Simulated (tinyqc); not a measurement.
Error of each scheme against the width: smearing for a one-band metal on the square lattice.

Lattice vectors (units of a): a1 = (1, 0), a2 = (0, 1). E(k) = -t A_1(k) - t2 A_2(k), A_m the sum of cos(k . R) over the 4 nearest and 4 second lattice vectors. Mesh k = sum (j_i/N) b_i, j_i = 0 .. N-1.

With x = (E_k - mu)/sigma: Fermi-Dirac f = 1/(1 + exp(x)), s = -f ln f - (1 - f) ln(1 - f); Gaussian f = erfc(x)/2, s = exp(-x^2)/(2 sqrt(pi)); Methfessel-Paxton (first order) f = erfc(x)/2 - x exp(-x^2)/(2 sqrt(pi)), s = (1 - 2 x^2) exp(-x^2)/(4 sqrt(pi)); cold (Marzari-Vanderbilt) with y = x + 1/sqrt(2), f = erfc(y)/2 + exp(-y^2)/sqrt(2 pi), s = y exp(-y^2)/sqrt(2 pi). With weights w = points/N^d (d the dimension), mu solves 2 sum w f = ne; E = 2 sum w f E_k, S = 2 sum w s, F = E - sigma S.

Values chosen for the exercise: t = 0.36 eV (nearest hopping); t2 = 0.06 eV (second hopping); ne = 1.4 (electrons per cell).

All on the dense mesh N = 200. The reference is F of first-order Methfessel-Paxton smearing with sigma = 0.05 t on the mesh N = 200; it moves by 0.00 meV on the mesh N = 250, so errors below a few times that are not resolved.

Errors (meV per cell):

| sigma (eV) | FD F | FD (E+F)/2 | Gauss F | Gauss (E+F)/2 | MP F | cold F |
|---|---|---|---|---|---|---|
| 0.036 | -2.22 | 0.03 | -0.33 | 0.00 | 0.00 | 0.01 |
| 0.054 | -5.05 | 0.08 | -0.75 | 0.00 | 0.00 | 0.03 |
| 0.108 | -20.38 | -0.26 | -3.03 | 0.04 | 0.05 | 0.36 |
| 0.144 | -35.70 | -1.41 | -5.44 | 0.10 | 0.14 | 0.82 |
| 0.216 | -76.27 | -6.94 | -12.42 | 0.16 | 0.27 | 1.64 |
| 0.288 | -127.07 | -17.22 | -22.13 | -0.11 | 0.06 | 1.86 |

Give the missing row, sigma (eV) = 0.072.

Computed row:
```
sigma (eV)   FD F  FD (E+F)/2  Gauss F  Gauss (E+F)/2  MP F  cold F
0.072       -9.06        0.09    -1.34           0.01  0.01    0.08
```

reference = -0.47557 eV

Doubling sigma from 0.072 to 0.144 eV multiplies the error of F by 3.9 (Fermi-Dirac) and 4.1 (Gaussian); a pure sigma^2 term would give 4. At the smallest width Fermi-Dirac errs 6.6 times as much as Gaussian, against 2 pi^2/3 = 6.6 for the ratio of the sigma^2 terms at equal sigma. At the largest width the sizes of the errors rank MP F 0.1, Gauss (E+F)/2 0.1, cold F 1.9, FD (E+F)/2 17.2, Gauss F 22.1, FD F 127.1 meV; the reference is good to about 0.01 meV.

Run: tinyqc, `OMP_NUM_THREADS=1 python tinyqc.py 1682472 1682473 out.jsonl`; Intel(R) Xeon(R) Processor @ 2.30GHz, one thread, shared host; about 0.1 s of CPU time with all checks.
